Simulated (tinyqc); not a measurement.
# Ideality, saturation current and resistance from three points

Problem. Well above the saturation current a diode obeys V = n Vt ln(I/I0) + I Rs. Find n, Rs and I0.

Values chosen for this exercise: temperature T = 300 K.

Constants: q = 1.602176634e-19 C, kB = 1.380649e-23 J/K, Vt = kB T/q. Results are converted to the units shown.

currents (A): [4e-6, 0.0009, 0.009]
voltages (V): [0.31042856, 0.53336923, 0.63085125]

Solution. V is linear in the three unknowns n Vt, Rs and -n Vt ln I0, so three points give a linear system.

n = 1.590
Rs = 0.3500 ohm
I0 = 2.100e-9 A

Program tinyqc, `OMP_NUM_THREADS=1 python tinyqc.py 2260113 2260114 out.jsonl`; Intel Xeon 2.30GHz, shared host, one thread, about 0.01 s.
